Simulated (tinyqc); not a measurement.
Frequency dispersion of an accumulation capacitance by border traps, distributed model: capacitance and loss against frequency.

Traps spread evenly through the insulator exchange electrons with the semiconductor by tunnelling, with tau(x) = t0 exp(2 ka x) at depth x from the interface. The admittance per area Y seen at depth x obeys dY/dx = -Y^2/(i w eps0 eox) + q Nb ln(1 + i w tau)/tau, with Y(0) = i w Cs and w = 2 pi f; the gate sees Y(tox) = G + i w C. Working variable y = Y/(i w), in uF/cm^2. Cox = eps0 eox/tox.

Cox; trap-free value 1/(1/Cox + 1/Cs); response depth d = ln(1/(w t0))/(2 ka), where w tau = 1; lumped estimate: all traps within d act as C_bt = q Nb d placed at d/2, so C = 1/{1/[1/(1/Cs + d/(2 eps0 eox)) + C_bt] + (tox - d/2)/(eps0 eox)}. C and G from a fine integration; dispersion -d C/d log10 f over C, from f times and over 1.1. For a broad spread of time constants G/w is close to -(pi/2) dC/d ln w.

Inputs (values chosen for the exercise); permittivity close to that of zirconium oxide: relative permittivity of the insulator eox = 21.2; insulator thickness tox = 6.4 nm; semiconductor capacitance in accumulation Cs = 1.6 uF/cm^2; density of border traps Nb = 3.9e18 cm^-3 eV^-1; decay constant of the wave function in the insulator ka = 3.5 1/nm; time constant of a trap at the interface t0 = 1e-11 s.

Constants: q = 1.602176634e-19 C, eps0 = 8.8541878128e-14 F/cm where lengths are in cm. Results are converted to the units shown.

The same in every row: trap-free C (uF/cm^2) = 1.035.

Result of one run:

| d (nm) | C (uF/cm^2) | G/w (uF/cm^2) | dispersion (% a decade) | -(pi/2) dC/d ln w (uF/cm^2) | lumped C (uF/cm^2) |
|---|---|---|---|---|---|
| 1.053 | 1.069 | 0.006943 | 0.9516 | 0.006942 | 1.065 |

Which frequency f gave this result: 100, 10000, 1e6 or 1e7 Hz?

f = 1e7 Hz.

The whole series:

| f (Hz) | d (nm) | C (uF/cm^2) | G/w (uF/cm^2) | dispersion (% a decade) | -(pi/2) dC/d ln w (uF/cm^2) | lumped C (uF/cm^2) |
|---|---|---|---|---|---|---|
| 10 | 3.027 | 1.139 | 0.009067 | 1.166 | 0.009064 | 1.133 |
| 100 | 2.698 | 1.126 | 0.008677 | 1.129 | 0.008674 | 1.120 |
| 1000 | 2.369 | 1.114 | 0.008302 | 1.092 | 0.008300 | 1.108 |
| 10000 | 2.040 | 1.102 | 0.007942 | 1.056 | 0.007940 | 1.097 |
| 1e5 | 1.711 | 1.091 | 0.007597 | 1.021 | 0.007595 | 1.086 |
| 1e6 | 1.382 | 1.080 | 0.007264 | 0.9859 | 0.007262 | 1.075 |
| 1e7 | 1.053 | 1.069 | 0.006943 | 0.9516 | 0.006942 | 1.065 |

C falls from 1.139 to 1.069 uF/cm^2, towards the trap-free 1.035; each decade of frequency removes ln 10/(2 ka) = 0.329 nm from the response depth. The dispersion falls from 1.17 to 0.952 % a decade and G/w falls from 0.00907 to 0.00694 uF/cm^2. G/w stays at 1.00 times -(pi/2) dC/d ln w, the relation for a broad spread of time constants.

Program tinyqc, `OMP_NUM_THREADS=1 python tinyqc.py 2202119 2202120 out.jsonl`; Intel Xeon 2.30GHz, shared host, one thread, about 0.4 s.
